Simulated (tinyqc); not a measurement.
## Well width for a wanted wavelength

Problem. The layer is x parts of the first compound and 1 - x of the second, grown coherently on the second as substrate and barrier. Rows of the table: lattice constant a, average valence level Ea on an absolute scale, spin-orbit splitting so, gaps at Gamma, X and L, hydrostatic deformation potentials av and ac (Gamma), shear potential b, elastic constants, electron and heavy-hole (along z) masses. All are interpolated linearly in x; gaps get -C x (1 - x), taken wholly in the conduction band; real line-ups can differ from this model by 0.1 eV or more. In-plane strain e = (a_substrate - a)/a, e_z = -2 (c12/c11) e, volume change 2 e + e_z. With v = 2 e + e_z and d = 2 b (e_z - e): Eav = Ea + av v; E_hh = Eav + so/3 - d/2; E_lh = Eav - so/6 + d/4 + sqrt(so^2 + so d + 9 d^2/4)/2; E_c = Ea + so/3 + EG + ac v (Gamma). Substrate: E_v = Ea + so/3, E_c = E_v + EG. Well depths: dEc = E_c(substrate) - E_c, dEhh = E_hh - E_v(substrate), dElh likewise; strained Gamma gap E_c - max(E_hh, E_lh); positive values confine carriers in the layer. Lowest level of a finite well of width Lw and depth V: kw Lw/2 = arctan(sqrt((mw/mb)(V - E)/E)), kw = sqrt(mw E/C), C = hbar^2/(2 m0), for electrons (dEc) and heavy holes (dEhh), mb from the substrate; transition E_c - E_hh + both levels, without exciton binding; wavelength h c/E. Find Lw and the two levels.

Values chosen for this exercise: fraction of the first compound in the layer x = 0.49; bowing of the Gamma gap CG = 0.1 eV; bowing of the X gap CX = 0.27 eV; bowing of the L gap CL = 0.27 eV.

Constants: q = 1.602176634e-19 C, hbar = 1.054571817e-34 J s, h = 6.62607015e-34 J s, m0 = 9.1093837015e-31 kg, c = 299792458 m/s, hbar^2/(2 m0) = 0.0380998212 eV nm^2. Results are converted to the units shown.

Binary compounds, values chosen for the exercise:
```
,close to InAs,close to InP
a (angstrom),6.058,5.869
Ea (eV),-6.67,-7.04
so (eV),0.377,0.111
EG (eV),0.35,1.35
EX (eV),1.38,2.2
EL (eV),1.08,1.95
av (eV),1,1.26
ac (eV),-5.12,-5.02
b (eV),-1.77,-1.71
c11 (GPa),82.2,102
c12 (GPa),45.3,56.5
me (m0),0.0227,0.0795
mh (m0),0.327,0.533
```

wavelength = 1358.0517 nm

Answer. Both levels fall steadily as the well widens, so the wavelength rises steadily and one width matches.

Lw = 8.90 nm
electron level = 40.3 meV
heavy-hole level = 8.39 meV

Program tinyqc, `OMP_NUM_THREADS=1 python tinyqc.py 2690133 2690134 out.jsonl`; Intel Xeon 2.30GHz, shared host, one thread, about 0.01 s.
